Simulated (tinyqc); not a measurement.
Probe couplings from its potential.

Inverse problem. One voltage probe p sits between leads L (mu = 1) and R (mu = 0) without magnetic field: mu_p = T_pL/(T_pL + T_pR), T_eff = T_RL + T_pL T_pR/(T_pL + T_pR). Find T_pL and T_pR.

T_RL = 0.23
mu_p = 0.28813559
T_eff = 0.35101695

Answer. T_eff - T_RL equals T_pL (1 - mu_p) and also T_pR mu_p.

T_pL = 0.170
T_pR = 0.420

Program tinyqc, `OMP_NUM_THREADS=1 python tinyqc.py 2700018 2700019 out.jsonl`; Intel Xeon 2.30GHz, shared host, one thread, about 0.01 s.
